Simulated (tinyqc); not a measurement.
Two-sublattice mean-field magnet: ferrimagnet, compensation points and susceptibility: one step, computed by the program tinyqc. Command: `OMP_NUM_THREADS=1 python tinyqc.py 3004174 3004175 out.jsonl ferri walk`. One thread of a shared host (Intel(R) Xeon(R) Processor @ 2.30GHz), about 0.01 s of CPU time with the checks.

A random alloy A(1-x)B(x) with H = -sum over pairs J S_i.S_j. a = <S_A> and b = <S_B> are taken along z, a > 0. Exchange fields: h_A = (1 - x) zJ_AA a + x zJ_AB b, h_B = (1 - x) zJ_AB a + x zJ_BB b; a = S_A B_(S_A)(S_A h_A/(k_B T)) and likewise for b, with the Brillouin function B_S(y) = [(2S + 1)/(2S)] coth[(2S + 1) y/(2S)] - [1/(2S)] coth[y/(2S)].

Task: Ordering temperature. Linearised, T (a, b) = M (a, b) with M_ij = S_i (S_i + 1) c_j zJ_ij/(3 k_B), c_A = 1 - x, c_B = x. T_c is the larger eigenvalue, and its eigenvector gives b/a at onset, (T_c - M_AA)/M_AB.

Inputs (values chosen for the exercise, for a model ferrimagnet):

| quantity | value | unit |
|---|---|---|
| spin S_A | 1.5 | - |
| spin S_B | 1.5 | - |
| fraction x of B sites | 0.34 | - |
| z J_AA | 33.2 | meV |
| z J_BB | 3.5 | meV |
| z J_AB | -5.5 | meV |
| T over T_c | 0.79 | - |

Constants: k_B = 8.617333262e-05 eV/K.

Give: M; eigenvalues; T_c; b/a at onset; T.

Result:

M (K):
```
       A      B
A  317.8  -27.1
B  -52.7   17.3
```

eigenvalues (K): 12.6  322.5

T_c = 322.5 K

b/a at onset = -0.1725

T = 254.8 K

The antiferromagnetic A-B coupling raises T_c by 5 K over that of A alone.
